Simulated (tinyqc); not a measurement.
From results back to parameters: thin (001) film in sp3s* tight binding with raised dangling bonds. Three cases, with inputs chosen for the exercise.

Problem. The gap of a passivated film (lowest level above mid-gap less highest below, mid-gap being half the lower bulk edge) belongs to a hidden number of planes between 6 and 45.

Planes alternate anion (a), cation (c) along [001], a/4 apart, starting with an anion; zero in-plane momentum; levels counted from the bulk Ev, the lower root of [[Epa, Vxx], [Vxx, Epc]]; no spin-orbit coupling. Block of s, pz, s*: from an anion to the cation above, Vss/2 (s,s), Vsapc/2 (s,z), -Vscpa/2 (z,s), Vxx/2 (z,z), Vxapc/2 (s*,z), -Vpaxc/2 (z,s*); to the cation below the same with the s-z and s*-z signs reversed. Block of u = (px + py)/sqrt2 and v = (px - py)/sqrt2: to the cation above (Vxx + Vxy)/2 for u and (Vxx - Vxy)/2 for v, to the cation below the reverse. Each surface atom has two dangling sp3 hybrids; raising both by dl adds (dl/2) [[1, t], [t, 1]] to its s, pz levels (t = -1 at the bottom face, +1 at the top) and dl to the one of u, v in whose plane the missing bonds lie (v for a bottom anion or a top cation, u for a top anion).

Case 1.

Values chosen (out of a larger set: near a published set for GaAs, fitted to gaps, whose masses and valley positions are rough; not measured data):
- p = (-8.309, 1.039, -2.639, 3.687, 8.56, 6.79, -6.469, 1.967, 5.043, 4.461, 5.762, 4.829, 4.782) eV (order Esa, Epa, Esc, Epc, Exa, Exc, Vss, Vxx, Vxy, Vsapc, Vscpa, Vxapc, Vpaxc)
- dp = 30 eV (value of dl for the passivated films)
- a = 5.658 angstrom (lattice constant)

edges (eV): Gamma 1.5970, Delta 2.0443

gap of the film = 1.6875 eV

Case 2.

Values chosen (out of a larger set: near a published set for Ge, fitted to gaps, whose masses and valley positions are rough; the L valleys, lowest in Ge, lie off zero in-plane momentum and are not seen; not measured data):
- p = (-5.904, 1.611, -5.904, 1.611, 6.394, 6.394, -6.812, 1.602, 4.88, 5.491, 5.491, 5.18, 5.18) eV (order Esa, Epa, Esc, Epc, Exa, Exc, Vss, Vxx, Vxy, Vsapc, Vscpa, Vxapc, Vpaxc)
- dp = 30 eV (value of dl for the passivated films)
- a = 5.655 angstrom (lattice constant)

edges (eV): Gamma 0.8990, Delta 0.8205

gap of the film = 1.0402 eV

Case 3.

Values chosen (out of a larger set: near a published set for Si, fitted to gaps, whose masses and valley positions are rough; not measured data):
- p = (-4.247, 1.727, -4.247, 1.727, 6.725, 6.725, -8.266, 1.707, 4.536, 5.733, 5.733, 5.344, 5.344) eV (order Esa, Epa, Esc, Epc, Exa, Exc, Vss, Vxx, Vxy, Vsapc, Vscpa, Vxapc, Vpaxc)
- dp = 30 eV (value of dl for the passivated films)
- a = 5.427 angstrom (lattice constant)

edges (eV): Gamma 3.4140, Delta 1.1900

gap of the film = 1.2542 eV

Find: N; thickness N a/4.

Solution.

Case 1.

N = 34
thickness N a/4 = 48.09 angstrom

Computing the films in turn gives 1.6889, 1.6875 and 1.6809 eV for N = 33, 34 and 35; no other N in the range comes within 1 meV.

Case 2.

N = 17
thickness N a/4 = 24.03 angstrom

Computing the films in turn gives 1.0471, 1.0402 and 1.0053 eV for N = 16, 17 and 18; no other N in the range comes within 1 meV.

Case 3.

N = 32
thickness N a/4 = 43.42 angstrom

Computing the films in turn gives 1.2605, 1.2542 and 1.2525 eV for N = 31, 32 and 33; no other N in the range comes within 1 meV.

Computed by tinyqc, one run a case: `OMP_NUM_THREADS=1 python tinyqc.py N N+1 out.jsonl` with N = 1452018, 1452025, 1452046; one thread of a shared Intel(R) Xeon(R) Processor @ 2.30GHz, about 0.5 s a run at most.
